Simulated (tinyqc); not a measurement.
Worked calculation: fitting sp3s* parameters to three gaps by Newton steps. Values are carried at full precision from step to step, so a last printed digit may differ when a step is redone from the rounded ones.

sp3s* tight binding, nearest neighbours only: anion (a) at 0, cation (c) at a/4 (1,1,1), orbitals s, px, py, pz, s* on each; k in units of 2 pi/a. With phases e_j = exp(i (pi/2) k.n_j) for n = (1,1,1), (1,-1,-1), (-1,1,-1), (-1,-1,1): g0 = (e1+e2+e3+e4)/4, g1 = (e1+e2-e3-e4)/4, g2 = (e1-e2+e3-e4)/4, g3 = (e1-e2-e3+e4)/4. The diagonal holds the levels Esa, Epa, Exa (s*) and Esc, Epc, Exc. Anion-cation block: <sa|sc> = Vss g0; <sa|xc> = Vsapc g1; <xa|sc> = -Vscpa g1; <xa|xc> = Vxx g0; <xa|yc> = <ya|xc> = Vxy g3, <xa|zc> = <za|xc> = Vxy g2, <ya|zc> = <za|yc> = Vxy g1; <s*a|xc> = Vxapc g1; <xa|s*c> = -Vpaxc g1; y and z take g2 and g3 in place of g1; s-s* and s*-s* vanish.

Gaps are level 5 at Gamma, X = (1,0,0) and L = (1/2,1/2,1/2) less level 4 at Gamma; no spin-orbit coupling. Free parameters: Esc, Vsapc and Exc. H is linear in them, so by Hellmann-Feynman J_ij = <u|dH/dp_j|u> for level 5 at point i less the same for level 4 at Gamma. Newton: p(new) = p + J^-1 (target - gaps); stop when all misses are below 1e-7 eV.

Parameters, chosen for this exercise (out of a larger set: near a published set for GaSb, fitted to gaps, whose masses and valley positions are rough; not measured data): p = (-7.332, 0.856, -3.884, 2.904, 6.651, 6, -6.161, 1.574, 4.132, 4.94, 4.658, 4.995, 4.216) eV (start, order Esa, Epa, Esc, Epc, Exa, Exc, Vss, Vxx, Vxy, Vsapc, Vscpa, Vxapc, Vpaxc); tg = (0.8301, 1.3479, 1.0822) eV (target gaps at Gamma, X, L).

## Gaps of the starting set

Compute the gaps and the misses.

gaps (eV): Gamma 0.7874, X 1.1918, L 0.9532

target less gap (eV): Gamma 0.0427, X 0.1561, L 0.1290

## The Jacobian

Form J and its singular values.

J:
```
          Esc   Vsapc     Exc
Gamma  0.6347  0.0000  0.0000
X      0.0000  0.5331  0.0000
L      0.3478  0.2913  0.0771
```

singular values: 0.7589  0.5650  0.0609

The gap at Gamma answers to Esc. The condition number is 12.5.

## The first Newton step

Solve J dp = target less gap; the columns of J are Esc, Vsapc and Exc.

dp (eV): Esc 0.067, Vsapc 0.293, Exc 0.264

## The iteration

Repeat with J formed anew.

Newton steps (eV):

| i | Esc | Vsapc | Exc | Gamma | X | L | largest miss |
|---|---|---|---|---|---|---|---|
| 0 | -3.8840 | 4.9400 | 6.0000 | 0.7874 | 1.1918 | 0.9532 | 0.16 |
| 1 | -3.8168 | 5.2327 | 6.2644 | 0.8302 | 1.3483 | 1.0808 | 0.0014 |
| 2 | -3.8169 | 5.2320 | 6.2851 | 0.8301 | 1.3479 | 1.0822 | 7.8e-06 |
| 3 | -3.8169 | 5.2320 | 6.2852 | 0.8301 | 1.3479 | 1.0822 | 1.7e-10 |

Converged in 3 steps; the miss goes 0.16, 0.0014, 7.8e-06, 1.7e-10, about squaring each time once it is small. The largest change is 0.292 eV in Vsapc, for a first miss of 0.156 eV.

## Checks

- J by Hellmann-Feynman against central differences: largest difference 1.6e-10.

Computed by tinyqc, a small Python program: `OMP_NUM_THREADS=1 python tinyqc.py 1451604 1451605 out.jsonl` (the numbers bound the seed that draws the inputs); one thread of a shared host (Intel(R) Xeon(R) Processor @ 2.30GHz), about 0.1 s for the whole set of steps.
